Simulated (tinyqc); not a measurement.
# Inputs raised by 10 %, one at a time

Model: spin coating of a resist or spin-on film: centrifugal thinning, evaporation and the final thickness (Emslie and Meyerhofer models). Computed by tinyqc, a small Python program. Command: `OMP_NUM_THREADS=1 python tinyqc.py 3110037 3110038 out.jsonl spincoat sens`. One thread of a shared host (Intel(R) Xeon(R) Processor @ 2.30GHz), about 0.3 s of CPU time with the checks.

A Newtonian film stays uniform over the wafer; solvent and solids have the same density and the concentration is uniform through the thickness.

Inputs (values chosen for the exercise, of the order of those of a polymer resist in an ester solvent):
```
quantity,value,unit
solids volume fraction c0,0.15,-
kinematic viscosity of the solvent nu_s,1.9,mm^2/s
viscosity constant k,2300,mm^2/s
viscosity exponent gamma,3.4,-
spin speed f,1000,rpm
evaporation rate at 1000 rpm e0,0.59,micrometre/s
starting thickness h0,200,micrometre
wafer radius R,50,mm
shrinkage in the bake,6.3,%
```

Method:
- omega = 2 pi f/60; nu(c) = nu_s + k c^gamma; evaporation rate e = e0 sqrt(f/1000 rpm).
- Flow constant K = 2 omega^2/(3 nu(c0)); Reynolds number of the air omega R^2/nu_air with nu_air = 15 mm^2/s.
- Meyerhofer estimate: flow rules until (1 - c0) K h^3 = e, then evaporation alone: h_w = (e/((1 - c0) K))^(1/3), dry film c0 h_w.
- Full model for solids s and liquid l per area, h = s + l, c = s/h: ds/dt = -c Q, dl/dt = -(1 - c) Q - e, Q = 2 omega^2 h^3/(3 nu(c)); integrated adaptively (relative tolerance 1e-9) until l = 0.
- Dry film = s at l = 0, before the bake; film after the bake = s x (1 - shrinkage).

Runs:
```
input moved,from,to,dry film (nm),time to dry (s),"dry film, estimate (nm)",wet thickness h_w (micrometre)
base run,-,-,1410.4,15.420,1210.4,8.0695
solids volume fraction c0,0.15,0.165,1689.0,16.477,1443.3,8.7475
kinematic viscosity of the solvent nu_s (mm^2/s),1.9,2.09,1421.6,15.556,1224.1,8.1608
viscosity constant k (mm^2/s),2300,2530,1445.3,15.786,1236.4,8.2424
viscosity exponent gamma,3.4,3.74,1231.4,13.494,1068.5,7.1232
spin speed f (rpm),1000,1100,1344.8,14.019,1154.1,7.6940
evaporation rate at 1000 rpm e0 (micrometre/s),0.59,0.649,1456.0,14.470,1249.5,8.3300
starting thickness h0 (micrometre),200,220,1410.5,15.421,1210.4,8.0695
```

Exponents ln(y'/y) / ln(x'/x):
```
input,dry film,time to dry,"dry film, estimate",wet thickness h_w
solids volume fraction c0,1.891,0.696,1.846,0.846
kinematic viscosity of the solvent nu_s,0.083,0.093,0.118,0.118
viscosity constant k,0.256,0.246,0.222,0.222
viscosity exponent gamma,-1.424,-1.399,-1.309,-1.309
spin speed f,-0.500,-0.999,-0.500,-0.500
evaporation rate at 1000 rpm e0,0.333,-0.667,0.333,0.333
starting thickness h0,0.000,0.001,0.000,0.000
```

Which inputs matter most for each result?

Among the inputs moved here: dry film answers most in size to solids volume fraction c0 (exponent +1.891), next to viscosity exponent gamma (-1.424); its exponent is below 0.0005 for starting thickness h0. Its exponent -0.500 in spin speed f: (e/omega^2)^(1/3) with e as sqrt(f). Its exponent +0.333 in evaporation rate at 1000 rpm e0: the cube root of the evaporation rate. Time to dry answers most in size to viscosity exponent gamma (exponent -1.399), next to spin speed f (-0.999). dry film, estimate answers most in size to solids volume fraction c0 (exponent +1.846), next to viscosity exponent gamma (-1.309); its exponent is below 0.0005 for starting thickness h0. wet thickness h_w answers most in size to viscosity exponent gamma (exponent -1.309), next to solids volume fraction c0 (+0.846); its exponent is below 0.0005 for starting thickness h0.
